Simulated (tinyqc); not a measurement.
# Resistance of a source-drain extension with a graded tip: two studies

y runs along the channel, the gate covers y > 0. The doping is N0 for y < y0 and N0 10^(-(y - y0)/la) beyond, uniform over the depth xj. Sheet conductance s(y) = q mu(N) max(N - Nch, 0) xj + (for y > 0) ma Cox Vo, with mu(N) = u0 + (u1 - u0)/(1 + (N/Nr)^au) and Cox = eps0 eox/tox. Current is taken as one-dimensional; depletion of the tip, spreading and the contact are left out. The metallurgical junction lies at yj, where N = Nch.

Parameters, values chosen for the exercise; mobility law close to that of holes in silicon:
- eox = 3.9 (relative permittivity of the gate insulator (close to silicon dioxide))
- tox = 1.5 nm (insulator thickness)
- N0 = 1.2e20 cm^-3 (active doping of the extension far from the gate)
- la = 3.2 nm/decade (lateral abruptness)
- xj = 14 nm (depth of the extension)
- Nch = 3.1e18 cm^-3 (channel doping)
- Ls = 21 nm (spacer length)
- Vo = 0.69 V (gate overdrive)
- ma = 48 cm^2/(V s) (mobility of the gate-induced layer)
- u1 = 470.5 cm^2/(V s) (mobility at low doping)
- u0 = 44.9 cm^2/(V s) (mobility at high doping)
- Nr = 2.23e17 cm^-3 (reference doping)
- au = 0.719 (exponent)
- Lg = 50 nm (gate length)

Constants: q = 1.602176634e-19 C, eps0 = 8.8541878128e-14 F/cm where lengths are in cm. Results are converted to the units shown.

Each table varies one quantity; the others keep the values above.

## Abruptness at a fixed junction position

R_spacer = integral of dy/s from -Ls to 0, R_ov from 0 to yj, R_channel = (Lg - 2 yj)/(ma Cox Vo), R_total = 2 R_spacer + 2 R_ov + R_channel. Electrical length L_eff = ma Cox dR_total/d(1/Vo); R_series = R_total - L_eff/(ma Cox Vo). y0 is moved with la so that yj stays at 6.0810 nm.

The same in every row: yj (nm) = 6.081; R_channel (ohm um) = 496.3.

Abruptness at a fixed junction position:
```
la (nm/decade)	R_spacer (ohm um)	R_ov (ohm um)	R_total (ohm um)	L_eff (nm)	R_series (ohm um)
1	16.19	10.22	549.1	38.42	45.20
2.3	16.19	17.75	564.1	39.12	51.01
3.6	16.19	25.28	579.2	39.83	56.82
4.9	16.84	32.25	594.5	40.52	62.98
6.1	19.12	37.37	609.2	41.12	69.93
7.4	23.24	41.78	626.3	41.70	79.33
8.7	28.85	45.34	644.6	42.23	90.81
10	35.74	48.26	664.3	42.69	104.3
```

Read the table: what changes, and by how much?

As la goes from 1 to 10 nm/decade, R_total rises from 549 to 664 ohm um, R_spacer rises from 16.2 to 35.7 ohm um and R_ov rises from 10.2 to 48.3 ohm um. R_total changes on average by 12.8 ohm um for each nm/decade. L_eff exceeds the metallurgical length by 0.580 nm in the first row and 4.85 nm in the last, since the gate also controls the lightly doped tips.

## Effect of the position under the gate where the fall begins

Same model as above.

Effect of the position under the gate where the fall begins:
```
y0 (nm)	yj (nm)	R_spacer (ohm um)	R_ov (ohm um)	R_channel (ohm um)	R_total (ohm um)	L_eff (nm)	R_series (ohm um)
-4	1.081	30.83	10.47	627.4	710.0	49.05	66.66
-2	3.081	17.96	19.34	575.0	649.6	45.55	52.12
0	5.081	16.19	22.24	522.5	599.3	41.61	53.65
2	7.081	16.19	23.69	470.0	549.8	37.62	56.40
4	9.081	16.19	25.15	417.6	500.2	33.63	59.16
6	11.08	16.19	26.61	365.1	450.7	29.64	61.91
8	13.08	16.19	28.06	312.6	401.1	25.66	64.66
```

What does the comparison show?

As y0 goes from -4 to 8, R_total falls from 710 to 401 ohm um, L_eff falls from 49.1 to 25.7 nm and R_series goes from 66.7 through a minimum of 52.1 (at y0 = -2 among the rows listed) to 64.7 ohm um. More overlap also shortens the channel and adds capacitance, effects on threshold and speed that are left out.

tinyqc, about 0.03 s, one thread, Intel Xeon 2.30GHz (shared host): `OMP_NUM_THREADS=1 python tinyqc.py 2282053 2282054 out.jsonl`
